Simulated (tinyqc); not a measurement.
# On-chip interconnect, size-dependent resistivity and RC delay: effects of single changes

A rectangular line between two neighbours and two ground planes. Surface and grain-boundary scattering are added to the bulk resistivity as corrections; capacitances are parallel-plate values without fringing; inductance is ignored.

Values chosen for this exercise; metal values close to those of copper: bulk resistivity rho0 = 1.69 uohm cm; bulk mean free path lam = 40.8 nm; specular share of surface scattering ps = 0; reflection coefficient of grain boundaries Rg = 0.31; grain size over the metal width gr = 1; drawn line width wd = 18 nm; aspect ratio, height over width AR = 1.6; liner on both walls and the bottom, not conducting tl = 2 nm; space to the neighbouring lines sp = 22 nm; dielectric height to the planes above and below hd = 39 nm; relative permittivity of the dielectric ek = 3; Miller factor of the neighbours Mf = 2; line length Lw = 80 um; driver resistance Rd = 350 ohm; load capacitance Cl = 0.9 fF; bulk resistivity of the second metal (close to rhodium) rho2 = 4.79 uohm cm; mean free path of the second metal lam2 = 6.98 nm; liner of the second metal tl2 = 0.6 nm.

Constants: eps0 = 8.8541878128e-12 F/m. Results are converted to the units shown.

Each table varies one quantity; the others keep the values above.

## Delay against the liner thickness

Metal width x = wd - 2 tl, height y = AR wd - tl; grain boundaries (Mayadas-Shatzkes): al = (lam/(gr x)) Rg/(1 - Rg), g = 1/[1 - 3 al/2 + 3 al^2 - 3 al^3 ln(1 + 1/al)] - 1; surfaces (Fuchs-Sondheimer, thick limit): s = (3/8) lam (1 - ps)(1/x + 1/y); rho = rho0 (1 + g + s); r = rho/(x y); c = eps0 ek (2 wd/hd + 2 Mf AR wd/sp). Elmore delay tE = Rd (c Lw + Cl) + r Lw (c Lw/2 + Cl); t50 is the time at which the far end of a ladder of 30 pi sections (half capacitances at both ends, Cl at the far end, a step applied through Rd) reaches half the step; line share r Lw/(Rd + r Lw); estimate 0.69 Rd (c Lw + Cl) + 0.38 r c Lw^2 + 0.69 r Lw Cl.

The same in every row: c (fF/um) = 0.1636.

Delay against the liner thickness:

| tl (nm) | rho (uohm cm) | r (ohm/um) | tE (ps) | t50 (ps) | estimate (ps) | line share of the resistance (%) |
|---|---|---|---|---|---|---|
| 0 | 6.395 | 123.4 | 78.36 | 59.27 | 58.59 | 96.57 |
| 0.6 | 6.682 | 141.0 | 88.89 | 67.24 | 66.50 | 96.99 |
| 1.1 | 6.953 | 158.9 | 99.51 | 75.27 | 74.48 | 97.32 |
| 1.7 | 7.325 | 185.1 | 115.1 | 87.10 | 86.24 | 97.69 |
| 2.3 | 7.760 | 218.5 | 135.0 | 102.2 | 101.2 | 98.04 |
| 2.9 | 8.278 | 262.0 | 160.9 | 121.7 | 120.6 | 98.36 |
| 3.4 | 8.790 | 309.0 | 188.9 | 142.9 | 141.7 | 98.60 |
| 4 | 9.537 | 384.6 | 233.9 | 177.0 | 175.5 | 98.88 |

As tl goes from 0 to 4, r rises from 123 to 385 ohm/um, c stays at 0.164 fF/um and t50 rises from 59.3 to 177 ps. t50/tE lies between 0.756 and 0.757, and the estimate is within 1.1 % of t50.

## Two metals against line width

Metal width x = wd - 2 tl, height y = AR wd - tl; grain boundaries (Mayadas-Shatzkes): al = (lam/(gr x)) Rg/(1 - Rg), g = 1/[1 - 3 al/2 + 3 al^2 - 3 al^3 ln(1 + 1/al)] - 1; surfaces (Fuchs-Sondheimer, thick limit): s = (3/8) lam (1 - ps)(1/x + 1/y); rho = rho0 (1 + g + s); r = rho/(x y). The second metal has rho2, lam2 and tl2 in place of rho0, lam and tl; ps, Rg, gr and AR are shared.

Result of one run:

| wd (nm) | rho, first (uohm cm) | rho, second (uohm cm) | r, first (ohm/um) | r, second (ohm/um) | ratio second/first |
|---|---|---|---|---|---|
| 120 | 2.434 | 5.149 | 1.105 | 2.264 | 2.050 |

What becomes of these results when the drawn line width wd is changed from 120 to 10 nm, all else the same?

Result of the changed run:

| wd (nm) | rho, first (uohm cm) | rho, second (uohm cm) | r, first (ohm/um) | r, second (ohm/um) | ratio second/first |
|---|---|---|---|---|---|
| 10 | 14.83 | 9.442 | 1765 | 696.7 | 0.3947 |

The whole series:

| wd (nm) | rho, first (uohm cm) | rho, second (uohm cm) | r, first (ohm/um) | r, second (ohm/um) | ratio second/first |
|---|---|---|---|---|---|
| 6.5 | 31.74 | 12.39 | 1.511e4 | 2385 | 0.1578 |
| 8 | 20.98 | 10.76 | 4855 | 1297 | 0.2672 |
| 10 | 14.83 | 9.442 | 1765 | 696.7 | 0.3947 |
| 13 | 10.62 | 8.287 | 627.5 | 347.7 | 0.5540 |
| 17 | 7.965 | 7.419 | 243.1 | 176.5 | 0.7261 |
| 22 | 6.276 | 6.798 | 105.0 | 94.46 | 0.8996 |
| 30 | 4.902 | 6.249 | 40.98 | 45.77 | 1.117 |
| 45 | 3.752 | 5.755 | 13.07 | 18.40 | 1.408 |
| 70 | 2.985 | 5.407 | 4.111 | 7.055 | 1.716 |
| 120 | 2.434 | 5.149 | 1.105 | 2.264 | 2.050 |

The resistivity of the first metal falls from 31.7 to 2.43 uohm cm and that of the second goes from 12.4 to 5.15 uohm cm as the line widens. The products rho0 lam, which set the size effect, are 69.0 and 33.4 uohm cm nm. The two resistances cross at wd = 25.4 nm: below it the second metal gives the lower line resistance. For widths well under the mean free path the thick-limit surface term is only a guide.

Range of the model: The metal width is under the mean free path, where the thick-limit surface term and the simple sum of corrections lose accuracy.

Program tinyqc, `OMP_NUM_THREADS=1 python tinyqc.py 2100005 2100006 out.jsonl`; Intel Xeon 2.30GHz, shared host, one thread, about 0.01 s.
